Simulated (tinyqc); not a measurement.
p-n heterojunction, non-linear Poisson equation by Newton steps, Fermi-Dirac statistics: one step of the calculation.

One dimension, material 1 (p-type) at x < 0 and material 2 (n-type) at x > 0. Band edges: Ec = -psi in material 1 and -psi + dEc in material 2, Ev = Ec - Eg. Flat quasi-Fermi levels: 0 for holes, +V for electrons. n = Nc F((EFn - Ec)/Vt), p = Nv F((Ev - EFp)/Vt), with F(eta) = F_1/2(eta) = (2/sqrt(pi)) int_0^infinity sqrt(u) du/(1 + exp(u - eta)) (Fermi-Dirac statistics); full ionisation, no interface charge, classical densities; the doping types are chosen for the exercise.

Question. Check against the first integral. Exact first integral: on each side D^2/(2 eps0 er) = G, G = q [Vt (nI_j - nI_b) + Vt (pI_j - pI_b) - C (psi_j - psi_b)], with C = -N1 or +N2, b the neutral end of that side, and nI, pI the densities with F_1/2 replaced by F_3/2(eta) = (4/(3 sqrt(pi))) int_0^infinity u^(3/2) du/(1 + exp(u - eta)). D is continuous, so er1 G1(psi_j) = er2 G2(psi_j) fixes psi_j. Ends from Nv1 F((-psi_L - Eg1)/Vt) = N1 and Nc2 F((V + psi_R - dEc)/Vt) = N2. D is counted positive when psi rises towards material 2.

Parameters, values chosen for the exercise; band and dielectric values close to those of InAlAs and In0.53Ga0.47As:
```
symbol,value,unit,meaning
T,300,K,temperature
Eg1,1.43,eV,band gap of material 1
er1,12.3,,relative permittivity of material 1
Nc1,5.04e17,cm^-3,conduction-band density of states of material 1
Nv1,9.98e18,cm^-3,valence-band density of states of material 1
Eg2,0.753,eV,band gap of material 2
er2,14,,relative permittivity of material 2
Nc2,2.08e17,cm^-3,conduction-band density of states of material 2
Nv2,7.71e18,cm^-3,valence-band density of states of material 2
dEc,-0.52,eV,conduction-band offset Ec2 - Ec1
N1,2.2e16,cm^-3,acceptor density of material 1
N2,2.2e16,cm^-3,donor density of material 2
V,0.09,V,bias of side 1 against side 2
```

Constants: q = 1.602176634e-19 C, kB = 1.380649e-23 J/K, Vt = kB T/q, eps0 = 8.8541878128e-14 F/cm where lengths are in cm. Results are converted to the units shown.

Give: psi_j; D; psi_j - psi_L; psi_R - psi_j; Ec1 - EFn at the interface; Ec2 - EFn at the interface.

Answer.

psi_j = -0.95185 V
D = 47.523 nC/cm^2
psi_j - psi_L = 0.32002 V
psi_R - psi_j = 0.28474 V
Ec1 - EFn at the interface = 0.86185 eV
Ec2 - EFn at the interface = 0.34185 eV

Material 1 takes 52.9 % of the bending.

Program tinyqc, `OMP_NUM_THREADS=1 python tinyqc.py 2040137 2040138 out.jsonl`; Intel Xeon 2.30GHz, shared host, one thread, about 0.2 s.
